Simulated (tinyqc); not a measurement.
Read current of a NAND string, cells in series solved by shooting: one step of the calculation.

Cells in series, numbered from 0 at the source line (0 V) to the bit line, each followed by a gap resistance Rg. A cell with gate Vg, threshold VT, source Vs and drain Vd passes I = 2 nf K Vt^2 [F(Vs) - F(Vd)]/(1 + th max(Vg - VT, 0)), F(V) = ln^2(1 + exp((Vg - VT - nf V)/(2 nf Vt))). The selected cell has Vg = Vr, the others Vg = Vp.

Problem. Node voltages for a trial current. For a trial current I start at 0 V and, cell by cell (the selected one is cell 0), solve for the drain: sqrt(F(Vd)) = sqrt(F(Vs) - I/k), k = 2 nf K Vt^2/(1 + th max(Vg - VT, 0)), Vd = [Vg - VT - 2 nf Vt ln(exp(sqrt F) - 1)]/nf, then add I Rg.

Values chosen for this exercise; values of the order met in vertical NAND strings:
```
symbol,value,unit,meaning
T,358,K,temperature
K,13,uA/V^2,gain factor of a cell
nf,2.4,,slope factor
th,0.07,1/V,mobility reduction factor
Rg,2.4,kohm,resistance of the gap between cells
Vbl,0.4,V,bit-line voltage
Vp,6.1,V,pass voltage
Vr,2.4,V,read voltage on the selected word line
```

Constants: q = 1.602176634e-19 C, kB = 1.380649e-23 J/K, Vt = kB T/q. Results are converted to the units shown.

second trial current = 1.8 uA

```
cell,thresholds from the source end (V)
0,0.9
1,3.2
2,-0.8
3,-0.8
4,-0.8
5,-0.8
```

Give: node voltage after each cell and gap, trial 2.

Solution.

```
cell,"node voltage after each cell and gap, trial 2 (V)"
0,0.1164
1,0.1862
2,0.2226
3,0.2593
4,0.2966
5,0.3343
```

Program tinyqc, `OMP_NUM_THREADS=1 python tinyqc.py 2142205 2142206 out.jsonl`; Intel Xeon 2.30GHz, shared host, one thread, about 0.4 s.
